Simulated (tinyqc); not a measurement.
Gate-all-around wire, scale length and short-channel effects: one step of the calculation.

A round wire of diameter ts in an insulator shell of thickness ti under a surrounding gate. Below threshold the potential that source and drain add obeys Laplace's equation and vanishes on the gate. Its lowest mode decays along the channel as exp(-k y); k is the smallest positive root of the matching condition at the interface, and the scale length is Lambda = pi/k.

Task. Scan of the matching condition. f(k) = ei J0(u)[J1(u) Y0(v) - Y1(u) J0(v)] - eps_r J1(u)[J0(u) Y0(v) - Y0(u) J0(v)], u = k ts/2, v = u + k ti.

Values chosen for this exercise; permittivities: semiconductor close to that of In0.53Ga0.47As, insulator close to that of silicon nitride:

| symbol | value | unit | meaning |
|---|---|---|---|
| eps_r | 13.6 |  | relative permittivity of the semiconductor |
| ei | 7.28 |  | relative permittivity of the insulator |
| ti | 2.3 | nm | insulator thickness |
| ts | 7.7 | nm | wire diameter |

k, point 0 to 7 (1/nm): 0.06125  0.1225  0.18375  0.245  0.30625  0.3675  0.42875  0.49

Give: f(k).

Result.

f(k), point 0 to 7: 18.743  8.055  4.014  1.744  0.292  -0.655  -1.235  -1.527

The first change of sign lies between k = 0.30625 and 0.3675 1/nm.

Range of the model: L is under 1.6 Lambda, where higher modes, left out of the one-mode potential, begin to count.

Program tinyqc, `OMP_NUM_THREADS=1 python tinyqc.py 2420113 2420114 out.jsonl`; Intel Xeon 2.30GHz, shared host, one thread, about 0.01 s.
